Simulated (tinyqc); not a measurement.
Tail length against growth temperature: equilibrium and kinetic segregation of a solute to boundaries and growing surfaces. Computed by tinyqc, a small Python program. Command: `OMP_NUM_THREADS=1 python tinyqc.py 3025884 3025885 out.jsonl segreg walk`. One thread of a shared host (Intel(R) Xeon(R) Processor @ 2.30GHz), about 0.01 s of CPU time with the checks.

Inputs (values chosen for the exercise, for a model alloy): exchange barrier E_b = 1.36 eV; surface segregation energy E_s = 0.43 eV; growth rate = 0.11 monolayers/s.

Constants: k_B = 8.617333262e-05 eV/K.

Method. Two-state exchange during growth, dilute: jump up r_u = nu exp(-E_b/(k_B T_g)), jump back r_d = r_u exp(-E_s/(k_B T_g)), nu = 1e13 1/s. In the time 1/R of one monolayer the share carried up is p = [r_u/(r_u + r_d)] [1 - exp(-(r_u + r_d)/R)]; the tail decays as p^n, length -1/ln p monolayers; the equilibrium limit has p = r_u/(r_u + r_d).

Exchange model:
```
T_g (K)       r_u/R        p  length (monolayers)  equilibrium limit
422      5.2080e-03  0.00519           1.9011e-01         1.3656e+05
452      6.2327e-02  0.06042           3.5633e-01         6.2299e+04
476      3.6244e-01  0.30403           8.3988e-01         3.5706e+04
501      1.8957e+00  0.84976           6.1425e+00         2.1163e+04
520      5.9931e+00  0.99744           3.8970e+02         1.4707e+04
540      1.8443e+01  0.99990           1.0307e+04         1.0308e+04
570      8.5876e+01  0.99984           6.3383e+03         6.3383e+03
614      6.2457e+02  0.99970           3.3849e+03         3.3849e+03
687      9.5886e+03  0.99930           1.4276e+03         1.4276e+03
```

What follows from these numbers?

The length peaks among these rows at 540 K with 10300 monolayers. Below, exchange freezes (r_u/R = 0.0052 in the first row); above, the length follows the equilibrium limit, about exp(E_s/(k_B T)), down to 1430.

Extremes, crossings and ranges named in words are read from the listed rows.
